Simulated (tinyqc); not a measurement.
Worked calculation: bound state in one dimension: Numerov shooting, finite differences, DVR. Computed by tinyqc, a small Python program that keeps every step. Settings: points = 64. Command: `OMP_NUM_THREADS=1 python tinyqc.py 21262 21263 out.jsonl` (the two numbers bound the seeds that draw the settings). One thread of a shared host (Intel(R) Xeon(R) Processor @ 2.60GHz), about 0.01 s of CPU time with the checks.

## Numerov steps at E = 0.1

One particle of mass 1 in V = 6.08 (1 - exp(-0.59 x))^2 (atomic units), psi = 0 at both ends:
```
parameter                 value
left end              -1.600000
right end                     7
intervals                    64
h                      0.134375
state sought (nodes)          0
```

k_i = 2 m (E - V_i); (1 + h^2 k_(i+1)/12) y_(i+1) = 2 (1 - 5 h^2 k_i/12) y_i - (1 + h^2 k_(i-1)/12) y_(i-1), from y_0 = 0, y_1 = 0.001.

Points along the way:
```
i          x         V          k        y
0   -1.60000  14.99121  -29.78242  0.00000
1   -1.46562  11.48394  -22.76788  0.00100
2   -1.33125   8.65867  -17.11734  0.00240
3   -1.19687   6.40262  -12.60523  0.00455
4   -1.06250   4.62051   -9.04102  0.00772
5   -0.92812   3.23194   -6.26387  0.01215
21   1.22188   1.60437   -3.00873  0.20767
22   1.35625   1.84425   -3.48851  0.25073
23   1.49063   2.08070   -3.96141  0.30974
24   1.62500   2.31180   -4.42360  0.39113
25   1.75937   2.53609   -4.87219  0.50410
26   1.89375   2.75252   -5.30503  0.66191
```

## Bisection on the node count

With more sign changes than the state has nodes (the last point included) the energy is too high, else too low; the bracket starts as 0.1 to 10.

Trials:
```
trial          E  sign changes  y at the right end   next
1      5.0500000             3           -2.24e-02  lower
2      2.5750000             1           -2.23e+02  lower
3      1.3375000             1           -2.91e+04  lower
4      0.7187500             0            1.79e+05  raise
5      1.0281250             1           -1.02e+04  lower
6      0.8734375             0            4.58e+04  raise
7      0.9507813             0            1.11e+04  raise
8      0.9894531             1           -9.33e+02  lower
9      0.9701172             0            4.73e+03  raise
10     0.9797852             0            1.81e+03  raise
11     0.9846191             0            4.14e+02  raise
12     0.9870361             1           -2.65e+02  lower
13     0.9858276             0            7.34e+01  raise
14     0.9864319             1           -9.61e+01  lower
...          ...           ...                 ...    ...
28     0.9860889             1           -2.59e-04  lower
29     0.9860888             0            4.92e-03  raise
30     0.9860889             0            2.33e-03  raise
```

eigenvalue = 0.9860889 hartree

## The same grid by other methods

Three-point finite differences and the sine-DVR kinetic matrix of Colbert and Miller on the same points.

Lowest levels (hartree):
```
state  finite differences      DVR
0                 0.98402  0.98610
1                 2.69044  2.69792
2                 4.04914  4.06218
```
